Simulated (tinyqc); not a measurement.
Kinetic Monte Carlo and master equation for a particle on a ring of sites with traps and bias: one step, computed by the program tinyqc. Command: `OMP_NUM_THREADS=1 python tinyqc.py 3015468 3015469 out.jsonl kmc walk`. One thread of a shared host (Intel(R) Xeon(R) Processor @ 2.30GHz), about 0.1 s of CPU time with the checks.

8 sites on a ring, numbered 1 to 8. The saddle between i and i+1 lies at E0 + s b_i and site i at s eps_i; a force F tilts the landscape, with the saddle half-way.

Question. Closed form at zero force. At zero force D0 = a^2 nu exp(-E0/(k_B T)) / [<exp(-s eps/(k_B T))> <exp(s b/(k_B T))>], with means over the ring; Einstein relation v = D0 F/(k_B T); 1 angstrom = 1e-8 cm.

Inputs (values chosen for the exercise, for a model defect):
```
quantity                        value         unit
reference barrier E0             0.77           eV
scale factor s of the disorder      1            -
attempt frequency nu               11          THz
temperature T                     570            K
site spacing a                    2.9     angstrom
force F along the ring          0.016  eV/angstrom
```

Disorder: random barriers.

site energies eps_i (eV): 0  0  0  0  0  0  0  0

saddle shifts b_i between sites i and i+1 (eV): 0.057  -0.055  0.032  -0.03  -0.028  0.015  -0.064  -0.049

Constants: k_B = 8.617333262e-05 eV/K.

Give: zero-force diffusivity D0; D0 over the value without disorder; Einstein drift.

Answer.

zero-force diffusivity D0 = 1.3477e-09 cm^2/s

D0 over the value without disorder = 0.93653

Einstein drift = 0.043900 cm/s
